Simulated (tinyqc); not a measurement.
Which pair of peaks is best: composition and strain of an epitaxial Si(1-x)Ge(x) layer from Raman and X-ray peaks. Computed by tinyqc, a small Python program. Command: `OMP_NUM_THREADS=1 python tinyqc.py 3021460 3021461 out.jsonl epiraman walk`. One thread of a shared host (Intel(R) Xeon(R) Processor @ 2.30GHz), about 0.01 s of CPU time with the checks.

A (001) layer, biaxially strained in the plane. The Raman peaks follow empirical lines omega = w0 + c1 x + c3 x^3 + b eps (c3 for Si-Ge alone), with eps the in-plane strain.

Inputs (values chosen for the exercise, modelled on silicon-germanium): Ge fraction x = 0.54; Si-Si: c1 = -65 1/cm; Si-Si: strain coefficient b = -742 1/cm; Si-Ge: c1 = 25.5 1/cm; Si-Ge: c3 = -35.4 1/cm; Si-Ge: strain coefficient b = -551 1/cm; Ge-Ge: c1 = 18.5 1/cm; Ge-Ge: strain coefficient b = -453 1/cm; uncertainty of a Raman peak = 0.05 1/cm.

Substrate: silicon.

Method. For each pair invert J = [d omega/dx, d omega/d eps] at the true x. Independent errors of the given size in both peaks give sigma_x and sigma_eps = uncertainty x (norm of the rows of the inverse of J).

Error propagation:
```
pair              det J    sigma_x  sigma_eps (per mille)
Si-Si and Si-Ge  31.758  0.0014551                0.10270
Si-Si and Ge-Ge  43.172  0.0010068               0.078270
Si-Ge and Ge-Ge  12.670  0.0028148               0.076126
```

What does the comparison show, and why?

The pair Si-Si and Ge-Ge fixes x best (sigma_x = 0.0010) and Si-Ge and Ge-Ge worst (0.0028), a factor 2.8. Strain moves all peaks the same way, so a good pair needs different ratios of composition slope to strain coefficient, best of opposite sign; the slopes here are -65, -5.5 and 18.5 per cm for Si-Si, Si-Ge and Ge-Ge. Errors in the coefficients themselves are not counted.

Extremes, crossings and ranges named in words are read from the listed rows.
